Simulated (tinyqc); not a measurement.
## Tunnelling through a gate dielectric with the two-band (Franz) dispersion, WKB transmission and Tsu-Esaki current: Two-band against parabolic dispersion

Electrons leave the emitter at x = 0. Energies E (motion across the layers) are in eV from the emitter Fermi level; the collector Fermi level lies at -V and offers states at every E. No charge in the dielectric and no image force: F1 = V/t1, U = phi1 - F1 x. With C = hbar^2/(2 m0), kappa = sqrt(m u (1 - u/Egx)/C), u = U - E where U > E and 0 elsewhere; T(E) = exp(-S), S = 2 times the integral of kappa over x.

Each layer adds (2/F) sqrt(m/C) [G(u at its left edge) - G(u at its right edge)] to S, with u = U - E (0 where negative) and G(u) = Egx^1.5 (th - sin(4 th)/4)/4, th = arcsin sqrt(u/Egx). The parabolic value uses G(u) = (2/3) u^1.5.

Values chosen for this exercise; dielectric values close to those of hafnium oxide: barrier of layer 1 above the emitter Fermi level at zero bias phi1 = 1.56 eV; tunnelling mass of layer 1 m1 = 0.2 m0; thickness of layer 1 t1 = 4.6 nm; voltage across the dielectric V = 1.8 V.

Constants: q = 1.602176634e-19 C, hbar = 1.054571817e-34 J s, m0 = 9.1093837015e-31 kg, hbar^2/(2 m0) = 0.0380998212 eV nm^2. Results are converted to the units shown.

The same in every row: S at E = 0, parabolic = 15.21.

Result of one run:
```
S at E = 0, two-band	ratio of the two T
13.63	4.866
```

Which gap parameter of the two-band dispersion, set freely Egx gave this result: 4.1, 4.8, 6.3 or 7.1 eV?

Egx = 4.8 eV.

The whole series:
```
Egx (eV)	S at E = 0, two-band	ratio of the two T
2.6	12.08	22.95
3.3	12.83	10.85
4.1	13.34	6.528
4.8	13.63	4.866
5.6	13.87	3.829
6.3	14.03	3.272
7.1	14.17	2.846
7.8	14.26	2.581
```

S rises from 12.1 to 14.3 towards the parabolic 15.2. The factor 1 - u/Egx lowers kappa, so T exceeds the parabolic value by a factor of 23.0 in the first row and 2.58 in the last.

Numbers from tinyqc (`OMP_NUM_THREADS=1 python tinyqc.py 2540092 2540093 out.jsonl`; about 0.03 s on one thread of a shared Intel Xeon 2.30GHz).
